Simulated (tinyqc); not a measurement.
# Koster-Slater impurity in a tight-binding band, by Green functions and by supercells, step by step

A worked calculation. Computed by tinyqc, a small Python program that keeps every step. Command: `OMP_NUM_THREADS=1 python tinyqc.py 3018212 3018213 out.jsonl kosterslater walk`. One thread of a shared host (Intel(R) Xeon(R) Processor @ 2.30GHz), about 0.06 s of CPU time with the checks. Intermediate numbers are printed to about 7 digits and carried at full precision; extremes and crossings named in words are read from the listed rows.

One orbital per site, e(k) = -2 t sum cos(k_i) over 3 direction(s), band from -6 t to 6 t, lattice constant 1. One site has the extra energy U. Spin is left out.

Inputs (values chosen for the exercise, for a model band):
```
quantity                  value      unit
hopping t                   1.8        eV
impurity potential U      -12.2        eV
supercell edge N              4     sites
energy inside the band E  -3.24        eV
broadening eta             0.14        eV
impurity concentration c  0.002  per site
```

Lattice: simple cubic.

Constants: hbar = 6.582119569e-16 eV s.

## The host Green function outside the band

Outside the band G0(E) = (1/pi) int_0^pi dk (2/(pi z)) K(16 t^2/z^2), z = E + 2 t cos k, K the complete elliptic integral with parameter m; 200 Gauss-Legendre points. A bound state solves 1/U = G0(E). Energies: 0.05, 0.2, 0.5, 1, 2, 4 and 8 t beyond the band edge on the side of U, rounded to four digits.

Scan on the side of U:
```
E (eV)   G0 (1/eV)  1/U - G0 (1/eV)
-10.89  -0.1302452       0.04827794
-11.16  -0.1197828       0.03781556
-11.70  -0.1077070       0.02573982
-12.60  -0.0947354       0.01276824
-14.40  -0.0782953      -0.00367194
-18.00  -0.0595261      -0.02244108
-25.20  -0.0410015      -0.04096574
```

G0 stays finite at the band edge, 0.252731/t in size, so binding needs |U| > 3.957 t.

## The bound state

Bisection in ln(distance from the edge) between 1e-5 t and |U| + t. Weight on the impurity site: -1/(U^2 dG0/dE), by a central difference with step min(1e-4 t, distance/30). Decay length along an axis: 1/arccosh(1 + distance/(2 t)).

level E_b = -13.91674 eV

distance from the band edge = 3.116740 eV

weight on the impurity site = 0.8354070

decay length = 0.8092361 sites

The state is compact: most of it sits on the impurity.

## Green function inside the band

Inside the band G0(z), z = E + i eta, comes from the chain form 1/(sqrt(y - 2t) sqrt(y + 2t)) (principal roots) at y = z + 2 t cos k + 2 t cos k', averaged over k and k' in (0, pi) with 200 Gauss-Legendre points each.

G0(E + i eta) = -0.1207739-0.2413198i 1/eV

## Scattering

T = U/(1 - U G0); phase shift delta = -arg(1 - U G0) in (-pi, pi]; host density of states -Im G0/pi; on the impurity -Im[G0/(1 - U G0)]/pi; lifetime of a band state hbar/(-2 c Im T).

T matrix = 0.649580-4.039419i eV

phase shift delta = 1.730241 rad

host density of states = 0.07681449 1/eV

density of states on the impurity = 0.008638720 1/eV

scattering lifetime = 40.73679 fs

The Born approximation would take Im T = U^2 Im G0 = -35.9 eV, 8.89 times the full value.

## The level in the supercell

In a periodic cell of N sites along each direction with Bloch vector K, the level solves 1/U = N^-d sum_k 1/(E - e(k)), k_i = (2 pi m_i + K_i)/N, m_i = 0..N-1; the outermost root on the side of U is taken (bisection). d is the number of directions. Gamma means K_i = 0, the zone corner K_i = pi, the quarter point K_i = pi/2. The error is measured against the isolated level E_b.

level at Gamma = -13.99144 eV

level at the corner = -13.85173 eV

level at the quarter point = -13.91652 eV

error at Gamma = -0.07469994 eV

width between Gamma and the corner = 0.1397147 eV

Images turn the level into a band 0.140 eV wide; the quarter point misses the isolated level by 2.2e-4 eV, far less than Gamma, because the leading hopping between images averages out there.

## Convergence with cell size

Even N; errors against the isolated level E_b, set to 0 below 1e-6 t.

Error of the level (eV):
```
N   sites          Gamma        corner  quarter point
2       8  -1.639179e+00  1.716740e+00     0.06501472
4      64  -7.469994e-02  6.501472e-02     0.00022239
6     216  -3.806680e-03  3.562872e-03     0.00000000
8     512  -2.277257e-04  2.223894e-04     0.00000000
10   1000  -1.498022e-05  1.486197e-05     0.00000000
12   1728              0             0     0.00000000
```

The error at Gamma falls exponentially, between the last two resolved rows by exp(-1.361) per site against 1/(decay length) = 1.236; the rest is the power-law prefactor of the Green function. Gamma and the corner err in opposite directions. Among the sizes listed an error below 1 meV is first reached at N = 8 at Gamma; at the quarter point N = 4 is enough.

## Phase shift across the band

delta/pi = -arg(1 - U G0)/pi counts the states added below E (Friedel); host DOS = -Im G0/pi, DOS on the impurity = -Im[G0/(1 - U G0)]/pi; 13 evenly spaced energies from -(band edge + |U| + 2t) to +(band edge + |U| + 2t).

Across the spectrum:
```
E (eV)     Re G0 (1/eV)  host DOS (1/eV)  DOS on the impurity (1/eV)   delta/pi
-26.60000    -0.0387041       0.00006886                  0.00024716  0.0015916
-22.16667    -0.0471005       0.00010365                  0.00057280  0.0029728
-17.73333    -0.0605640       0.00017772                  0.00260474  0.0083016
-13.30000    -0.0873165       0.00042156                  0.09326551  0.9227454
-8.86667     -0.1457093       0.01708614                  0.01653075  0.7772168
-4.43333     -0.1656767       0.05296960                  0.01025622  0.6483556
0.00000       0.0000000       0.07799771                  0.00784936  0.3972468
4.43333       0.1656767       0.05296960                  0.00399781  0.1883325
8.86667       0.1457093       0.01708614                  0.00209795  0.0736998
13.30000      0.0873165       0.00042156                  0.00009883  0.0024902
17.73333      0.0605640       0.00017772                  0.00005877  0.0012469
22.16667      0.0471005       0.00010365                  0.00004180  0.0008031
26.60000      0.0387041       0.00006886                  0.00003177  0.0005706
```

delta/pi starts and ends near zero (+0.002 and +0.001): the impurity moves states but creates none. delta/pi rises at the bound state below the band (-13.917 eV), reaches 0.92 among these rows (1 in the limit of small eta, just above the level) and is paid back by the top of the band.

Checks made by the program: G0 at the level by a direct sum over directions (relative difference below 1e-10).
